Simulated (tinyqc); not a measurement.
Strained alloy layer of GaSb and GaAs on (001) InP, model-solid band line-up: one step of the calculation.

The layer is x parts of the first compound and 1 - x of the second, grown coherently on the third as substrate and barrier. Rows of the table: lattice constant a, average valence level Ea on an absolute scale, spin-orbit splitting so, gaps at Gamma, X and L, hydrostatic deformation potentials av and ac (Gamma), shear potential b, elastic constants, electron and heavy-hole (along z) masses. All are interpolated linearly in x; gaps get -C x (1 - x), taken wholly in the conduction band; real line-ups can differ from this model by 0.1 eV or more.

Question. Band edges and offsets. In-plane strain e = (a_substrate - a)/a, e_z = -2 (c12/c11) e, volume change 2 e + e_z. With v = 2 e + e_z and d = 2 b (e_z - e): Eav = Ea + av v; E_hh = Eav + so/3 - d/2; E_lh = Eav - so/6 + d/4 + sqrt(so^2 + so d + 9 d^2/4)/2; E_c = Ea + so/3 + EG + ac v (Gamma). Substrate: E_v = Ea + so/3, E_c = E_v + EG. Well depths: dEc = E_c(substrate) - E_c, dEhh = E_hh - E_v(substrate), dElh likewise; strained Gamma gap E_c - max(E_hh, E_lh); positive values confine carriers in the layer.

Inputs (values chosen for the exercise): fraction of the first compound in the layer x = 0.63; bowing of the Gamma gap CG = 1.43 eV; bowing of the X gap CX = 1.2 eV; bowing of the L gap CL = 1.2 eV.

Binary compounds, values chosen for the exercise:
```
              close to GaSb  close to GaAs  close to InP
a (angstrom)          6.096          5.653         5.869
Ea (eV)               -6.25          -6.92         -7.04
so (eV)               0.758           0.34          0.11
EG (eV)               0.724           1.45          1.34
EX (eV)                1.04           1.91          2.18
EL (eV)                0.81           1.73          1.92
av (eV)                0.78           1.18          1.27
ac (eV)               -6.81           -7.2         -5.03
b (eV)                   -2          -1.72          -1.7
c11 (GPa)              88.5            119           101
c12 (GPa)              39.8           54.1          56.8
me (m0)              0.0393         0.0666        0.0807
mh (m0)               0.248          0.347         0.538
```

Find: d; E_hh; E_lh; E_c; strained Gamma gap; dEc; dEhh; dElh.

Answer.

d = -0.076794 eV
E_hh = -6.2692 eV
E_lh = -6.3408 eV
E_c = -5.5564 eV
strained Gamma gap = 0.71279 eV
dEc = -0.10691 eV
dEhh = 0.73412 eV
dElh = 0.66250 eV

The heavy-hole band lies on top, by 71.6 meV. At Gamma the line-up is type II, holes in the layer and electrons outside.

Numbers from tinyqc (`OMP_NUM_THREADS=1 python tinyqc.py 2690058 2690059 out.jsonl`; about 0.01 s on one thread of a shared Intel Xeon 2.30GHz).
